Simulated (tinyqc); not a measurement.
Off-state leakage of single and stacked transistors: two steps of the calculation.

n-channel devices of unit width. Subthreshold current I(Vg, Vs, Vd) = I0 (T/300 K)^0.5 exp[(Vg - Vs - VT(T) - gb (Vs - Vb) + dd (Vd - Vs))/(nf Vt)] (1 - exp(-(Vd - Vs)/Vt)), VT(T) = VT - cT (T - 300 K). Gate-edge tunnelling Ig (Vd/1 V) exp(ag (Vd - 1 V)), for a gate at 0 V, and band-to-band leakage Ab u exp(-Bb/u), u = Vd - Vb + 1 V, flow at a drain held at V; both are taken as independent of T. In a stack of off transistors (all gates at 0 V) the same subthreshold current passes through each.

Parameters, values chosen for the exercise; values of the order met in bulk silicon logic transistors: temperature T = 300 K; supply voltage V = 0.9 V; threshold at 300 K, zero drain and body bias VT = 0.39 V; fall of the threshold with temperature cT = 0.9 mV/K; current at threshold at 300 K I0 = 0.83 uA/um; slope factor nf = 1.53; drain-induced lowering per volt dd = 0.08; rise of the threshold per volt of source-body bias gb = 0.25; gate-edge tunnelling current at 1 V Ig = 0.0001 uA/um; exponential slope of the gate current ag = 5.7 1/V; prefactor of band-to-band leakage at the drain Ab = 60 uA/(um V); its exponential voltage Bb = 26 V; body voltage Vb = 0 V.

Constants: q = 1.602176634e-19 C, kB = 1.380649e-23 J/K, Vt = kB T/q. Results are converted to the units shown.

Question 1. Leakage of one transistor. Vg = Vs = 0, Vd = V; effective threshold VT(T) - gb Vb - dd V.

Wanted: effective threshold; parts; total; shares.

Answer 1.

effective threshold = 0.31800 V
parts (nA/um): subthreshold 0.26759, gate edge 0.050897, band-to-band 0.13000
total = 0.44848 nA/um
shares (%): subthreshold 59.665, gate edge 11.349, band-to-band 28.986

The subthreshold part is the largest.

Question 2. New Vx. Stack of two, Vx the node between them: I_low = I(0, 0, Vx), I_up = I(0, Vx, V), f = ln(I_up/I_low), f' = -(1 + gb + 2 dd)/(nf Vt) - 1/(Vt (exp(Vx/Vt) - 1)) - 1/(Vt (exp((V - Vx)/Vt) - 1)), Vx(new) = Vx - f/f'.

Vx after iteration 1 = 0.054628454 V

Find: I_low; I_up; f; f'; Vx after iteration 2.

Answer 2.

I_low = 0.042556 nA/um
I_up = 0.042630 nA/um
f = 0.0017398
f' = -40.966 1/V
Vx after iteration 2 = 0.054671 V

Computed by the program tinyqc: `OMP_NUM_THREADS=1 python tinyqc.py 2242210 2242211 out.jsonl`, one thread of a shared Intel Xeon 2.30GHz, about 0.03 s for the whole run.
